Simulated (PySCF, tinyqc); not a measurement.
G0W0 on RHF in the sto-3g basis, for H3+, spin multiplicity 1, step by step. The lowest restricted solution is unstable here: a spin-polarised one lies 0.0022 hartree lower (PySCF). One step of it, computed by the program tinyqc.

Problem. G0W0 on Hartree-Fock: LUMO. W(p,q,m) = sqrt2 sum_ia (pq|ia) (X+Y)_ia,m; Sigma_c(x) = sum_(i,m) W^2/(x - e_i + w_m) + sum_(a,m) W^2/(x - e_a - w_m); solve x = e_p + Sigma_c(x) by Newton steps; Z = 1/(1 - dSigma/dx); 1 hartree = 27.211386 eV.

orbital energies (hartree): MO1 -0.904967, MO2 -0.334958, MO3 0.176043

Two-electron integrals over orbitals (pq|rs), unique and non-zero (hartree):
```
(11|11) 0.547151    (21|21) 0.146789    (22|11) 0.462160    (22|22) 0.518985
(31|11) 0.093211    (31|22) -0.045374   (31|31) 0.139348    (32|21) -0.143582
(32|32) 0.160720    (33|11) 0.552646    (33|22) 0.490964    (33|31) 0.080449
(33|33) 0.588246
```

excitation energies w (hartree): 0.812155  1.330838

X + Y:
```
            1         2
1>2  0.837764  0.000000
1>3  0.000000  0.901265
```

Give: The 12 largest terms at x = e_p; Newton steps; quasiparticle energy of the LUMO; Hartree-Fock value.

Solution.

The 12 largest terms at x = e_p (hartree; W for the signs of X + Y given):

| q | m | W | term |
|---|---|---|---|
| 1 | 1 | 0.1739 | 0.0219 |
| 3 | 1 | -0.1701 | -0.0219 |
| 2 | 2 | -0.0578 | -0.0025 |

Newton steps (hartree):

| step | x | Sigma_c(x) | Z |
|---|---|---|---|
| 0 | -0.3350 | -0.0025 | 0.9669 |
| 1 | -0.3374 | -0.0024 | 0.9669 |
| 2 | -0.3374 | -0.0024 | 0.9669 |

quasiparticle energy of the LUMO = -9.1805 eV

Hartree-Fock value = -9.1147 eV
